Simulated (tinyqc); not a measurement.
Inverter chain driving a load.

N inverters, each f = Hc^(1/N) times larger than the one before: delay tau N (f + pp). Switched capacitance in units of the first input, with output capacitance pp times the input: Hc + (1 + pp)(Hc - 1)/(f - 1).

Inputs (values chosen for the exercise): load over the input capacitance of the chain Hc = 1100; parasitic delay of an inverter pp = 1.5; delay unit tau = 6.6 ps.

Inverter chain driving a load:
```
N      f  delay (ps)  switched capacitance
2  33.17       457.6                  1185
3  10.32       234.1                  1395
4  5.759       191.6                  1677
5  4.058       183.4                  1999
6  3.213       186.6                  2342
7  2.719       194.9                  2698
8  2.400       205.9                  3063
9  2.177       218.4                  3434
```

What does the comparison show?

The delay goes from 458 through a minimum of 183 (at N = 5 among the rows listed) to 218 ps. The best stage effort solves pp + rho (1 - ln rho) = 0, rho = 3.97, which gives N = ln Hc/ln rho = 5.08. One stage fewer than the best costs 4.5 % in delay and saves 16 % of the switched capacitance.

tinyqc, about 0.01 s, one thread, Intel Xeon 2.30GHz (shared host): `OMP_NUM_THREADS=1 python tinyqc.py 2082112 2082113 out.jsonl`
